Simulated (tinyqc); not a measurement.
# Worked calculation: thermionic emission over a Gaussian spread of barriers

tinyqc, about 0.01 s, one thread, Intel Xeon 2.30GHz (shared host): `OMP_NUM_THREADS=1 python tinyqc.py 2640113 2640114 out.jsonl` Printed values are rounded.

Metal on an n-type semiconductor with one parabolic valley; V > 0 is forward bias (metal positive). Patches of barrier height b are spread as a Gaussian with mean phi - r2 V and variance sg^2 + r3 V; each carries A* T^2 exp(-b/Vt) [exp(V/Vt) - 1].

Inputs (values chosen for the exercise); band and dielectric values close to those of gallium nitride: temperature T = 300 K; electron mass me = 0.199 m0; barrier height seen from the metal phi = 0.68 eV; standard deviation of the barrier heights sg = 0.055 eV; shift of the mean barrier per volt, with its sign reversed (rho2) r2 = -0.003; change of sg^2 per volt (rho3) r3 = -0.0017 V; bias V = 0.28 V; barrier heights sampled nb = 11.

Constants: q = 1.602176634e-19 C, kB = 1.380649e-23 J/K, h = 6.62607015e-34 J s, m0 = 9.1093837015e-31 kg, Vt = kB T/q. Results are converted to the units shown.

## Apparent barrier, ideality and current

A* = 4 pi q me m0 kB^2/h^3 (times 1e-4 for A/(cm^2 K^2)). The mean of exp(-b/Vt) gives the apparent barrier phi_ap(V) = phi - r2 V - (sg^2 + r3 V)/(2 Vt), J = A* T^2 exp(-phi_ap/Vt) [exp(V/Vt) - 1], and 1/n = 1 + r2 + r3/(2 Vt).

A* = 23.9145 A/(cm^2 K^2)
phi_ap(0) = 0.621494 eV
phi_ap(V) = 0.631540 eV
n = 1.03721
J = 2.67473 A/cm^2

## The same mean by Simpson's rule

With mean mu and deviation s at this bias, take nb equally spaced b from mu - s^2/Vt - 3.5 s to mu + s, the Gaussian density g(b) and y = g exp(-(b - mu)/Vt); the integral I of y gives phi_ap = mu - Vt ln I.

```
point    b (eV)    g (1/eV)  y (1/eV)
0      0.405534  2.76012e-6  0.116378
1      0.438113  7.56285e-5  0.904314
2      0.470692  0.00136647   4.63365
3      0.503272   0.0162806   15.6561
4      0.535851    0.127908   34.8822
5      0.568431    0.662652   51.2484
6      0.601010     2.26375   49.6494
7      0.633589     5.09953   31.7180
8      0.666169     7.57511   13.3615
9      0.698748     7.42001   3.71159
10     0.731328     4.79267  0.679866
```

I = 6.72008
phi_ap = 0.631589 eV

This differs from the closed form by 0.049 meV. The integrand peaks at b = 0.568 eV among these points, below the mean of 0.681 eV: low barriers carry the current.
